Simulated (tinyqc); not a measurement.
Rapid thermal processing of a wafer: radiative balance, ramp and cooling, pattern effects, pyrometer error and spike budget: one step, computed by the program tinyqc. Command: `OMP_NUM_THREADS=1 python tinyqc.py 3113116 3113117 out.jsonl rtp walk`. One thread of a shared host (Intel(R) Xeon(R) Processor @ 2.30GHz), about 0.04 s of CPU time with the checks.

The wafer is opaque and uniform through its thickness unless said otherwise; temperatures in formulas are in kelvin (C + 273.15). sigma = 5.670374419e-12 W/(cm^2 K^4).

Question. Pattern effect. At steady state a sinusoidal change of absorbed power of relative amplitude a and period p gives the temperature amplitude a q/(dq/dT + k d (2 pi/p)^2); healing length l = sqrt(k d/(dq/dT)); process change = E_a dT/(k_B T^2). Emissivity is taken as unchanged.

Inputs (values chosen for the exercise, modelled on a hot silicon wafer):
```
quantity                                        value        unit
wafer thickness d                                 775  micrometre
thermal conductivity k                           0.29    W/(cm K)
wall temperature T_w                              300           K
process temperature                               816           C
relative change of absorptivity over a pattern    4.8           %
period of the pattern                            0.79          mm
activation energy of the process E_a                4          eV
```

dq/dT = 11.53630 mW/(cm^2 K)

holding power q = 4.833929 W/cm^2

Constants: k_B = 8.617333262e-05 eV/K.

Give: healing length l; amplitude without lateral conduction; amplitude; change of the process rate.

Answer.

healing length l = 13.958 mm

amplitude without lateral conduction = 20.113 K

amplitude = 0.0016319 K

change of the process rate = 0.0063858 %

Lateral conduction cuts the amplitude to 0.0081 %, since p/(2 pi l) = 0.0090.
